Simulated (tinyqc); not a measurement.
What moves the results: model-solid line-up of a strained alloy layer on a substrate. A value that a table varies takes the place of the one given here.

All values of the alloy are linear in x but the gap, Eg(x) = (1 - x) Eg_A + x Eg_B - C x (1 - x), and the valence edge, Ev(x) = (1 - x) Ev_A + x Ev_B + fv C x (1 - x); Ec = Ev + Eg. Ev is the top of the unstrained valence band on a scale common to all materials. In the layer only the Gamma valley of the conduction band is followed, also where an X or L valley would lie lower.

Coherent growth on a (111) face: e_par = (a_s - a)/a, e_perp = -(2 C11 + 4 C12 - 4 C44)/(C11 + 2 C12 + 4 C44) e_par; exx = eyy = ezz = (2 e_par + e_perp)/3 and exy = eyz = ezx = (e_perp - e_par)/3.

Strained edges: Ec + ac tr(e); the valence edges are Ev plus the levels of the 6 x 6 matrix of X, Y, Z times spin with -Dso/3 + l exx + m (eyy + ezz) on the diagonal (cyclic), n exy off it, l = av + 2 b, m = av - b, n = sqrt(3) d. Spin-orbit term (Dso/3) L.sigma on X, Y, Z with (L_k)_ij = -i epsilon_kij: <X+|H|Y+> = -i Dso/3, <X+|H|Z-> = Dso/3, <Y+|H|Z-> = -i Dso/3, <Z+|H|X-> = -Dso/3, <Z+|H|Y-> = i Dso/3, <X-|H|Y-> = i Dso/3, and their conjugates; + and - are the spin along z.

dEc = Ec(substrate) - Ec(layer), dEv = Ev(layer) - Ev(substrate); positive values confine the carrier in the layer. Type I: both of one sign; type II: opposite signs; type III: the gaps do not overlap.

Coherent growth: e_par = (a_s - a)/a. (001): e_perp = -2 (C12/C11) e_par; exx = eyy = e_par, ezz = e_perp, no shear. (111): e_perp = -(2 C11 + 4 C12 - 4 C44)/(C11 + 2 C12 + 4 C44) e_par; exx = eyy = ezz = (2 e_par + e_perp)/3 and exy = eyz = ezx = (e_perp - e_par)/3. (110): e_perp = -(C11 + 3 C12 - 2 C44)/(C11 + C12 + 2 C44) e_par; exx = eyy = (e_par + e_perp)/2, ezz = e_par, exy = (e_perp - e_par)/2, eyz = ezx = 0.

Inputs chosen for the exercise (A near GaAs, B near GaP, substrate near Ge; the results hold for these values, not for the real material): a = (5.66, 5.451) angstrom (lattice constant of A, B); Eg = (1.52, 2.879) eV (gap at Gamma to the s-like level of A, B); Dso = (0.345, 0.079) eV (spin-orbit splitting of A, B); Ev = (-0.81, -1.28) eV (top of the unstrained valence band of A, B); ac = (-7.14, -8.14) eV (conduction deformation potential of A, B); av = (1.16, 1.69) eV (valence hydrostatic potential of A, B); b = (-1.98, -1.61) eV (tetragonal shear potential of A, B); d = (-4.76, -4.56) eV (trigonal shear potential of A, B); C11 = (123.5, 139.6) GPa (of A, B); C12 = (56.1, 61.7) GPa (of A, B); C44 = (59.2, 71) GPa (of A, B); C = 0.198 eV (bowing of the gap); fv = 0 (share of the bowing taken by the valence edge); a_s = 5.651 angstrom (substrate); Eg_s = 0.734 eV (lowest gap of the substrate); Ev_s = -0.35 eV (substrate valence edge); face = 111 (growth face); x = 0.2 (fraction of B).

## Composition against offsets

Each composition is strained to the same substrate.

Results:
```
x     e_par (%)  relaxed gap (eV)  strained gap (eV)  valence splitting (meV)  dEc (eV)  dEv (eV)  type
0.08       0.14             1.614              1.591                       11    -0.368    -0.489     I
0.19       0.55             1.748              1.651                       47    -0.404    -0.514     I
0.29       0.92             1.873              1.705                       83    -0.439    -0.532     I
0.40       1.34             2.016              1.762                      125    -0.480    -0.548     I
0.51       1.76             2.164              1.819                      170    -0.524    -0.561     I
0.62       2.18             2.316              1.874                      217    -0.570    -0.570     I
0.72       2.57             2.459              1.923                      262    -0.615    -0.575     I
0.83       3.00             2.620              1.978                      313    -0.666    -0.578     I
```

The layer stays under tension over this range. The strained gap runs from 1.591 to 1.978 eV, against 1.614 to 2.620 eV for the relaxed alloy: strain takes back part of the change that the composition makes. Strains above 2 % can be kept only in layers of a few nanometres. The line-up is type I throughout, with the layer as the barrier. Where the alloy is indirect its X or L edge, left out, lies lower and sets the real gap and dEc.

## The same layer on three faces

Composition and substrate are kept.

Results:
```
face   e_perp (%)  tr(e) (%)  shift of Ec (meV)  shift of Ev (meV)  valence splitting (meV)  gap (eV)
(001)      -0.527      0.640              -47.0               32.1                     45.2    1.6810
(111)      -0.283      0.885              -64.9               38.3                     50.7    1.6569
(110)      -0.333      0.834              -61.2               37.2                     49.8    1.6617
```

The layer yields most along the normal on (001) and least on (111), so the volume change, and with it the shift of Ec, is largest on (111). The valence splitting, set by b on (001), by d on (111) and by both on (110), is largest on (111). The gaps span 24 meV, from (111) to (001).

## What each parameter does

Strained gap, valence splitting and offsets. Each row changes one parameter from the base and keeps the others.

Results:
```
case                        gap (eV)  splitting (meV)  dEc (eV)  dEv (eV)
base                          1.6569             50.7   -0.4072   -0.5157
x = 0.18                      1.6460             43.9   -0.4004   -0.5116
a_s = 5.631 angstrom          1.7206             19.0   -0.4468   -0.5398
C = 0.298 eV                  1.6409             50.7   -0.3912   -0.5157
fv = 0.2                      1.6569             50.7   -0.4135   -0.5093
Ev_s = -0.3 eV                1.6569             50.7   -0.3572   -0.5657
C12 = (64.515, 70.955) GPa    1.6584             52.6   -0.4094   -0.5150
Dso = (0.397, 0.091) eV       1.6573             50.3   -0.4072   -0.5161
ac = (-8.211, -9.361) eV      1.6471             50.7   -0.3974   -0.5157
```

The largest shifts from the base row, up to three for each result and ties (the steps differ in size, so this ranks the rows, not the parameters). gap (eV): a_s +0.0638, C -0.0160, x -0.0108; unchanged at the printed digits by fv and Ev_s. splitting (meV): a_s -31.7, x -6.8, C12 +1.9; unchanged at the printed digits by C, fv, Ev_s and ac. dEc (eV): Ev_s +0.0500, a_s -0.0396, C +0.0160; unchanged at the printed digits by Dso. dEv (eV): Ev_s -0.0500, a_s -0.0242, fv +0.0063; unchanged at the printed digits by C and ac.

Run: tinyqc, `OMP_NUM_THREADS=1 python tinyqc.py 1051044 1051045 out.jsonl`; Intel(R) Xeon(R) Processor @ 2.30GHz, one thread, shared host; about 0.01 s of CPU time with all checks.
